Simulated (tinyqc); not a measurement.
Thermal stress, cracking, delamination and buckling of a thin film; Griffith cracks and misfitting inclusions: one step, computed by the program tinyqc. Command: `OMP_NUM_THREADS=1 python tinyqc.py 3026865 3026866 out.jsonl filmcrack walk`. One thread of a shared host (Intel(R) Xeon(R) Processor @ 2.30GHz), about 0.01 s of CPU time with the checks.

Isotropic linear elasticity; the substrate is much thicker than the film; stress is positive in tension.

Problem. A misfitting inclusion. Film material fills a sphere of radius R in the substrate, with the misfit e = thermal strain (it wants to shrink if e > 0). Radial stress at the wall s0 = e/[(1 - 2 nu)/E + (1 + nu_s)/(2 E_s)]; inside it is uniform and hydrostatic; outside s_rr = s0 (R/r)^3, s_tt = -s_rr/2. Keep-out radius: where |s_rr| falls to 10 MPa (R if it is lower at the wall).

Inputs (values chosen for the exercise, modelled on a tungsten film on silicon):
```
quantity                       value        unit
film Young's modulus E           408         GPa
film Poisson ratio nu           0.28           -
deposition temperature T_d      1275           K
final temperature T              300           K
substrate Young's modulus E_s    150         GPa
substrate Poisson ratio nu_s    0.28           -
inclusion radius R             0.056  micrometre
```

Inclusion: sphere.

thermal strain = 0.0010335

Give: radial stress at the wall s0; mean stress inside; keep-out radius.

Solution.

radial stress at the wall s0 = 193.4 MPa

mean stress inside = 193.4 MPa

keep-out radius = 0.1503 micrometre

The stress does not depend on R; its reach scales with R. Hydrostatic tension inside drives voids to form.
